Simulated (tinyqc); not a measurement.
Grain growth, pinning, strength and diffusional creep of a polycrystal or thin film: one step, computed by the program tinyqc. Command: `OMP_NUM_THREADS=1 python tinyqc.py 3005516 3005517 out.jsonl grain walk`. One thread of a shared host (Intel(R) Xeon(R) Processor @ 2.30GHz), about 0.01 s of CPU time with the checks.

One mean grain size d describes the structure.

Question. Diffusional creep at T_c. Nabarro-Herring rate = 14 sigma Omega D_l/(k_B T d^2), D_l = D0 exp(-Q_l/(k_B T)); Coble rate = 14 pi sigma Omega delta D_b/(k_B T d^3), delta D_b = delta D0b exp(-Q_b/(k_B T)); they are equal at d_x = pi delta D_b/D_l.

Inputs (values chosen for the exercise, modelled on aluminium):
```
quantity                         value        unit
atomic volume Omega              16.59  angstrom^3
anneal temperature T               519           K
lattice diffusion energy Q_l      1.38          eV
boundary diffusion energy Q_b    0.873          eV
lattice prefactor D0           1.5e-05       m^2/s
boundary prefactor delta D0b     1e-15       m^3/s
applied stress sigma                66         MPa
service temperature T_c            403           K
```

grain size d = 258.4110 nm

Constants: k_B = 1.380649e-23 J/K; k_B = 8.617333262e-05 eV/K.

Give: Nabarro-Herring rate; Coble rate; crossover size d_x; time to 1 % strain.

Answer.

Nabarro-Herring rate = 3.4182e-09 1/s

Coble rate = 6.0661e-06 1/s

crossover size d_x = 458.59 micrometre

time to 1 % strain = 1647.6 s

Boundary diffusion carries the creep, by a factor 1800. Caution: sigma Omega is not small against k_B T, as the linear creep laws assume.
